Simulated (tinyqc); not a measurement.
## Narrowing from the saturation current

Inverse problem. A uniform n-type emitter has J0 = (q p0 D/L)(s + tanh(W/L))/(1 + s tanh(W/L)), D = mup Vt, s = S L/D, and p0 = (ni^2/N) exp(dE_app/kB T), where dE_app = dEg + kB T ln[(N/Nc) exp(-eta)]. Find p0, dE_app and dEg.

Values chosen for this exercise; band and dielectric values close to those of silicon:
```
symbol    value        unit                                     meaning
T           250           K                                 temperature
Nc      2.13e19       cm^-3  conduction-band density of states at 250 K
N        8.9e19       cm^-3                       ionised donor density
mup         200  cm^2/(V s)                      minority-hole mobility
W           130          nm                               emitter width
S         29000        cm/s       recombination velocity at the contact
```

Constants: q = 1.602176634e-19 C, kB = 1.380649e-23 J/K, Vt = kB T/q. Results are converted to the units shown.

J0 = 0.019105501 fA/cm^2
L = 418.72343 nm
ni = 8.3680390e7 cm^-3
converged eta = 2.8303940

Answer. J0 gives p0, its ratio to ni^2/N gives dE_app, and the degeneracy term is taken off.

p0 = 0.00216 cm^-3
dE_app = 71.3 meV
dEg = 102 meV

Computed by the program tinyqc: `OMP_NUM_THREADS=1 python tinyqc.py 2330139 2330140 out.jsonl`, one thread of a shared Intel Xeon 2.30GHz, about 0.01 s for the whole run.
